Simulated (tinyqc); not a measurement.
Photoionisation line shapes: hydrogenic impurity: series, fields, screening, photoionisation and donor-acceptor pairs. Computed by tinyqc, a small Python program. Command: `OMP_NUM_THREADS=1 python tinyqc.py 3025155 3025156 out.jsonl hydrogenic walk`. One thread of a shared host (Intel(R) Xeon(R) Processor @ 2.30GHz), about 0.01 s of CPU time with the checks.

One isotropic, parabolic band. Effective units: Ry* and a*, in which H = -nabla^2 - 2/r.

Inputs (values chosen for the exercise, modelled on diamond): electron mass m = 0.553 m_0; dielectric constant eps = 5.66; depth of a short-range centre E_i = 2200 meV.

Parts treated: magnetic field and photoionisation.

Constants: Ry = 13.605693123 eV; a_0 = 0.529177210903 angstrom; h x 1 THz = 4.135667696 meV.

Method. Ry* = Ry m/eps^2, a* = a_0 eps/m; level n is bound by Ry*/n^2; <r> = (3/2) a* in 1s; lines 1s -> np at Ry* (1 - 1/n^2); 1 THz = 4.135667696 meV. With x = h nu/E above threshold, normalised to their maxima: hydrogenic 1s: x^-4 exp(4 - 4 atan(k)/k)/(1 - exp(-2 pi/k)), k = sqrt(x - 1), which is 1 at threshold; delta-function centre (Lucovsky): 8 (x - 1)^(3/2)/x^3, which is 1 at x = 2. Energies use E = Ry* and E = E_i; band-to-band absorption, which hides both above the gap, is left out.

Ry* = 234.862 meV

Relative cross-sections:

| x | h nu, hydrogenic (meV) | hydrogenic | h nu, short-range centre (meV) | Lucovsky |
|---|---|---|---|---|
| 1.05 | 246.6 | 8.7772e-01 | 2310 | 0.0773 |
| 1.20 | 281.8 | 6.1222e-01 | 2640 | 0.4141 |
| 1.50 | 352.3 | 3.3174e-01 | 3300 | 0.8381 |
| 2 | 469.7 | 1.4774e-01 | 4400 | 1.0000 |
| 2.50 | 587.2 | 7.7836e-02 | 5500 | 0.9406 |
| 3.50 | 822.0 | 2.9036e-02 | 7700 | 0.7376 |
| 5 | 1174.3 | 9.9730e-03 | 11000 | 0.5120 |
| 8 | 1878.9 | 2.3612e-03 | 17600 | 0.2894 |

What follows from these numbers?

The Coulomb tail makes the hydrogenic cross-section largest at threshold, 234.86 meV; the short-range (neutral) centre starts from zero and peaks at twice its depth, 4400.0 meV. Caution: the Bohr radius is only a few bond lengths, so central-cell terms and band anisotropy matter.

Extremes, crossings and ranges named in words are read from the listed rows.
